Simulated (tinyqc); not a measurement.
Phase shift across the band: Koster-Slater impurity in a tight-binding band, by Green functions and by supercells. Computed by tinyqc, a small Python program. Command: `OMP_NUM_THREADS=1 python tinyqc.py 3002686 3002687 out.jsonl kosterslater walk`. One thread of a shared host (Intel(R) Xeon(R) Processor @ 2.30GHz), about 0.04 s of CPU time with the checks.

One orbital per site, e(k) = -2 t sum cos(k_i) over 3 direction(s), band from -6 t to 6 t, lattice constant 1. One site has the extra energy U. Spin is left out.

Inputs (values chosen for the exercise, for a model band): hopping t = 1.4 eV; impurity potential U = -10.7 eV; broadening eta = 0.21 eV.

Lattice: simple cubic.

Method:
- Outside the band G0(E) = (1/pi) int_0^pi dk (2/(pi z)) K(16 t^2/z^2), z = E + 2 t cos k, K the complete elliptic integral with parameter m; 200 Gauss-Legendre points.
- A bound state solves 1/U = G0(E).
- Bisection in ln(distance from the edge) between 1e-5 t and |U| + t. Weight on the impurity site: -1/(U^2 dG0/dE), by a central difference with step min(1e-4 t, distance/30). Decay length along an axis: 1/arccosh(1 + distance/(2 t)).
- Inside the band G0(z), z = E + i eta, comes from the chain form 1/(sqrt(y - 2t) sqrt(y + 2t)) (principal roots) at y = z + 2 t cos k + 2 t cos k', averaged over k and k' in (0, pi) with 200 Gauss-Legendre points each.
- delta/pi = -arg(1 - U G0)/pi counts the states added below E (Friedel); host DOS = -Im G0/pi, DOS on the impurity = -Im[G0/(1 - U G0)]/pi; 13 evenly spaced energies from -(band edge + |U| + 2t) to +(band edge + |U| + 2t).

distance from the band edge = 3.46345 eV

level E_b = -11.8634 eV

Across the spectrum:
```
E (eV)  Re G0 (1/eV)  host DOS (1/eV)  DOS on the impurity (1/eV)  delta/pi
-21.90      -0.04685         0.000151                    0.000606   0.00324
-18.25      -0.05692         0.000226                    0.001476   0.00618
-14.60      -0.07290         0.000382                    0.007863   0.01855
-10.95      -0.10366         0.000854                    0.067005   0.91818
-7.30       -0.18122         0.018306                    0.014524   0.81535
-3.65       -0.20511         0.063446                    0.010617   0.66253
0.00         0.00000         0.098772                    0.008215   0.40688
3.65         0.20511         0.063446                    0.004300   0.18737
7.30         0.18122         0.018306                    0.002030   0.06570
10.95        0.10366         0.000854                    0.000192   0.00433
14.60        0.07290         0.000382                    0.000120   0.00229
18.25        0.05692         0.000226                    0.000087   0.00150
21.90        0.04685         0.000151                    0.000067   0.00107
```

What follows from these numbers?

delta/pi starts and ends near zero (+0.003 and +0.001): the impurity moves states but creates none. delta/pi rises at the bound state below the band (-11.863 eV), reaches 0.92 among these rows (1 in the limit of small eta, just above the level) and is paid back by the top of the band.

Extremes, crossings and ranges named in words are read from the listed rows.
